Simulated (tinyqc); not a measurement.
Kronig-Penney superlattice by transfer matrices: sweeps and comparisons. A value that a table varies takes the place of the one given here.

Wells (width a, potential 0, mass mw) alternate with barriers (width b, height V0, mass mb); period d = a + b; c = hbar^2/2m0. The vector (psi, psi'/m) is continuous, and a layer of thickness t carries it by M = [[cos kt, (m/k) sin kt], [-(k/m) sin kt, cos kt]] with k = sqrt(m (E - V)/c); for E < V, k = i kappa gives [[cosh, (m/kappa) sinh], [(kappa/m) sinh, cosh]] of kappa t. A Bloch state obeys cos(q d) = tr(Mb Mw)/2.

Constants: hbar^2/2m0 = 3.80998211 eV angstrom^2.

Values chosen for the exercise (near those of an InGaAs superlattice with barriers of InAlAs; shifted at random, so the results belong to these values and not to a real crystal): a = 73 angstrom (well width); V0 = 0.497 eV (barrier height); mw = 0.0405 m0 (mass in the wells); mb = 0.0735 m0 (mass in the barriers); bs = (6, 9, 12, 15.6, 19.2, 24, 30) angstrom (barrier widths); b = 12 angstrom (barrier width).

## Barrier width

First miniband against b. m_z = -2 c f'/d^2 with f = tr M/2 at the bottom of the band. E1 is the level of the single well, kappa1 its decay constant in the barrier.

First miniband:

| b (angstrom) | bottom (eV) | top (eV) | W (meV) | ln W | m_z (m0) |
|---|---|---|---|---|---|
| 6.0 | 0.0315 | 0.1331 | 101.5 | 4.621 | 0.0453 |
| 9.0 | 0.0420 | 0.1194 | 77.34 | 4.348 | 0.0494 |
| 12.0 | 0.0501 | 0.1090 | 58.90 | 4.076 | 0.0550 |
| 15.6 | 0.0574 | 0.0999 | 42.49 | 3.749 | 0.0638 |
| 19.2 | 0.0628 | 0.0935 | 30.67 | 3.423 | 0.0757 |
| 24.0 | 0.0678 | 0.0877 | 19.88 | 2.990 | 0.0977 |
| 30.0 | 0.0717 | 0.0833 | 11.57 | 2.449 | 0.139 |

E1 = 0.0773 eV
kappa1 = 0.0900 1/angstrom

W falls from 101.5 to 11.57 meV, and both edges close in on E1. The slope of ln W is -0.0908 per angstrom over the first two rows and -0.0902 over the last two, against -kappa1 = -0.0900: the width follows one power of the tunnelling amplitude once the wells couple weakly. m_z grows by a factor 3.1. Layers under about 10 angstrom are at the limit of envelope theory.

## From one barrier to a miniband

Transmission through N barriers separated by wells, between leads of the well material: T = 4/[(M11 + M22)^2 + (u M12 - M21/u)^2] with u = k/mw and M the product over all layers; twelve evenly spaced energies around the first miniband.

Transmission:

| E (eV) | tr M/2 of a period | N = 1 | N = 2 | N = 4 | N = 8 |
|---|---|---|---|---|---|
| 0.023615 | 2.655 | 0.132 | 0.00536 | 7.85e-06 | 1.68e-11 |
| 0.034323 | 1.918 | 0.177 | 0.0144 | 9.07e-05 | 3.57e-09 |
| 0.045031 | 1.275 | 0.216 | 0.0408 | 0.00210 | 6.32e-06 |
| 0.055740 | 0.718 | 0.250 | 0.139 | 0.976 | 0.910 |
| 0.066448 | 0.241 | 0.280 | 0.626 | 0.349 | 0.298 |
| 0.077156 | -0.163 | 0.307 | 0.806 | 0.536 | 0.315 |
| 0.087865 | -0.502 | 0.330 | 0.328 | 0.332 | 0.325 |
| 0.098573 | -0.781 | 0.351 | 0.182 | 0.537 | 0.262 |
| 0.109281 | -1.005 | 0.370 | 0.127 | 0.0338 | 0.00742 |
| 0.119989 | -1.180 | 0.387 | 0.102 | 0.00881 | 7.66e-05 |
| 0.130698 | -1.312 | 0.403 | 0.0893 | 0.00410 | 8.63e-06 |
| 0.141406 | -1.404 | 0.417 | 0.0834 | 0.00262 | 2.48e-06 |

5 of the energies lie in the miniband (|tr M/2| <= 1); there T for N = 8 runs between 0.262 and 0.91. In the gaps it falls with N: at E = 0.1414 eV from 0.00262 (N = 4) to 2.48e-06 (N = 8), a slope of ln T of -1.74 a period, against -2 arccosh|tr M/2| = -1.74.

## What each parameter does

Bottom and width of the first miniband, the gap above it, and m_z = -2 c f'/d^2 with f = tr M/2. Each row changes one parameter from the base and keeps the others.

Results:

| case | bottom (eV) | width (meV) | gap (meV) | m_z (m0) |
|---|---|---|---|---|
| base | 0.0501 | 58.9 | 135.5 | 0.0550 |
| a = 80 angstrom | 0.0450 | 49.2 | 120.6 | 0.0555 |
| b = 10 angstrom | 0.0450 | 70.6 | 120.9 | 0.0511 |
| V0 = 0.422 eV | 0.0446 | 63.8 | 121.5 | 0.0528 |
| mw = 0.0446 m0 | 0.0489 | 53.8 | 128.1 | 0.0598 |
| mb = 0.0625 m0 | 0.0506 | 64.7 | 129.7 | 0.0516 |

The largest shifts from the base row, up to three for each result and ties (the steps differ in size, so this ranks the rows, not the parameters). bottom (eV): V0 -0.0055, a -0.0052, b -0.0052. width (meV): b +11.7, a -9.7, mb +5.8. gap (meV): a -14.9, b -14.6, V0 -14.1. m_z (m0): mw +0.0048, b -0.0039, mb -0.0034.

(tinyqc, `OMP_NUM_THREADS=1 python tinyqc.py 1250385 1250386 out.jsonl`, Intel(R) Xeon(R) Processor @ 2.30GHz, 1 thread, shared host, about 0.05 s.)
